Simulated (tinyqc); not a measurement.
Worked calculation: sp3 tight binding, zinc-blende lattice. One step of it, computed by the program tinyqc.

Problem. Bloch Hamiltonian at G. Slater-Koster rules over the four bonds with direction cosines (l, m, n): ss V_ss; s-px l V_sp; px-s -l V_sp; px-px l^2 V_pps + (1 - l^2) V_ppp; px-py l m (V_pps - V_ppp); each times exp(i k.d).

Parameters chosen for this model: zinc-blende lattice, anion at 0, cation at a/4 (1,1,1); V = eta hbar^2 / (m d^2), hbar^2/m = 7.619964 eV angstrom^2:
```
parameter          value      unit
a               6.420000  angstrom
d               2.779942  angstrom
Es anion      -15.830000        eV
Ep anion       -6.880000        eV
Es cation     -14.040000        eV
Ep cation      -5.940000        eV
eta ss         -1.400000
eta sp          1.840000
eta pp sigma    3.240000
eta pp pi      -0.810000
V ss           -1.380415        eV
V sp            1.814260        eV
V pp sigma      3.194674        eV
V pp pi        -0.798669        eV
```

k point G (2 pi / a): 0  0  0

Give: H(k) at G.

Solution.

H(k) at G (eV), lower triangle:
```
           a s     a px     a py     a pz       c s     c px     c py     c pz
a s   -15.8300
a px    0.0000  -6.8800
a py    0.0000   0.0000  -6.8800
a pz    0.0000   0.0000   0.0000  -6.8800
c s    -5.5217   0.0000   0.0000   0.0000  -14.0400
c px    0.0000   2.1298   0.0000   0.0000    0.0000  -5.9400
c py    0.0000   0.0000   2.1298   0.0000    0.0000   0.0000  -5.9400
c pz    0.0000   0.0000   0.0000   2.1298    0.0000   0.0000   0.0000  -5.9400
```
